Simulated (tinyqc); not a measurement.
Spectral response: phonon-assisted absorption at an indirect gap.

alpha(E) = sum_j A_j [N_j (E - Eg + w_j)^2 + (N_j + 1)(E - Eg - w_j)^2], each bracket counted only where its base is positive; N_j = 1/(exp(w_j/kB T) - 1). The first term absorbs a phonon and the second emits one; excitons and direct transitions are left out.

Photodiode (Gaertner form with a dead layer): QE = (1 - R) exp(-alpha xj) [1 - exp(-alpha W)/(1 + alpha L)], R = ((nr - 1)/(nr + 1))^2; responsivity = QE/E in A/W for E in eV.

Constants: kB = 8.617333262e-05 eV/K.

Inputs chosen for the exercise (loosely those of SiC at room temperature; Eg is not tied to T; the results hold for these values, not for the real material): Eg = 3.23 eV (indirect gap, held fixed unless listed); w = (68.9, 44.3) meV (two zone-edge phonons); A = (3600, 210) 1/(cm eV^2) (their strengths); T = 77 K; nr = 2.77 (refractive index); xj = 0.4 micrometre (dead layer at the surface); W = 1.6 micrometre (depleted width); L = 52 micrometre (minority diffusion length below it).

Response:
```
E (eV)  wavelength (nm)  alpha (1/cm)  1/alpha (micrometre)  dead layer  collected     QE    A/W
3.25                381       0.00198              5.06e+06       1.000      0.000  0.000  0.000
3.29                377        0.0566              1.77e+05       1.000      0.000  0.000  0.000
3.35                370          10.6                   942       1.000      0.054  0.042  0.013
3.43                361          67.0                   149       0.997      0.266  0.207  0.060
3.53                351           206                  48.5       0.992      0.533  0.412  0.117
3.68                337           558                  17.9       0.978      0.765  0.584  0.159
3.88                320      1.29e+03                  7.73       0.950      0.895  0.662  0.171
4.13                300      2.64e+03                  3.79       0.900      0.956  0.670  0.162
4.43                280      4.89e+03                  2.05       0.822      0.983  0.630  0.142
4.83                257      8.95e+03                  1.12       0.699      0.995  0.542  0.112
```

What can be read from this table?

QE is highest, 0.670, at 4.13 eV of those listed and the responsivity at 3.88 eV; reflection alone caps QE at 0.780. Near the gap weak absorption limits it (collected share 0.000); at the top the dead layer passes 0.699. Far above the gap the quadratic law and a constant index are only rough.

Computed by tinyqc, a small Python program: `OMP_NUM_THREADS=1 python tinyqc.py 1680366 1680367 out.jsonl` (the numbers bound the seed that draws the inputs); one thread of a shared host (Intel(R) Xeon(R) Processor @ 2.30GHz), about 0.01 s for the whole set of steps.
